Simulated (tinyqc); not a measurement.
MESFET, gradual channel with velocity saturation: two steps of the calculation.

A uniformly doped n-type channel, depleted from the top by a Schottky gate; at channel potential V the depleted share of a is u = sqrt((Vbi - Vg + V)/Vp), s at the source. Electrons drift with v = mu E/(1 + mu E/vsat). Abrupt depletion edge, no series resistance, source at 0.

Inputs (values chosen for the exercise); material values close to those of silicon:
```
symbol,value,unit,meaning
T,300,K,temperature
eps_r,11.5,,relative permittivity of the semiconductor
Nc,2.77e19,cm^-3,conduction-band density of states at T
Nd,3e16,cm^-3,donor density of the channel
a,400,nm,channel thickness
mu,760,cm^2/(V s),low-field mobility at this doping
vsat,1.2e7,cm/s,saturation velocity
L,0.5,um,gate length
W,300,um,gate width
phiB,0.79,V,Schottky barrier
Vg,0,V,gate voltage
```

Constants: q = 1.602176634e-19 C, kB = 1.380649e-23 J/K, Vt = kB T/q, eps0 = 8.8541878128e-14 F/cm where lengths are in cm. Results are converted to the units shown.

Question 1. Built-in and pinch-off voltages. Vbi = phiB - Vt ln(Nc/Nd); Vp = q Nd a^2/(2 eps0 eps_r); G0 = q mu Nd a W/L; Z = mu Vp/(vsat L); s = sqrt((Vbi - Vg)/Vp). VT = Vbi - Vp.

Find: Vbi; Vp; VT; G0; Z; s.

Answer 1.

Vbi = 0.61348 V
Vp = 3.7764 V
VT = -3.1629 V
G0 = 87.671 mS
Z = 4.7834
s = 0.40305

Z = 4.78: velocity saturation dominates.

Question 2. The saturation point by Newton steps. a is the channel (half-)thickness, Vp its pinch-off voltage and Z = mu Vp/(vsat L); an iterate with u > 1 is an overshoot, not a physical state. f = (1 - u)(1 + Z (u^2 - s^2)) - Z F/3, F = 3 (u^2 - s^2) - 2 (u^3 - s^3); f' = -(1 + Z (u^2 - s^2)); u(new) = u - f/f'.

u at the start = 1
Z = 4.7834078
s = 0.40305440

Wanted: f; f'; u after iteration 1.

Answer 2.

f = -1.0262
f' = -5.0063
u after iteration 1 = 0.79502

Numbers from tinyqc (`OMP_NUM_THREADS=1 python tinyqc.py 2500110 2500111 out.jsonl`; about 0.07 s on one thread of a shared Intel Xeon 2.30GHz).
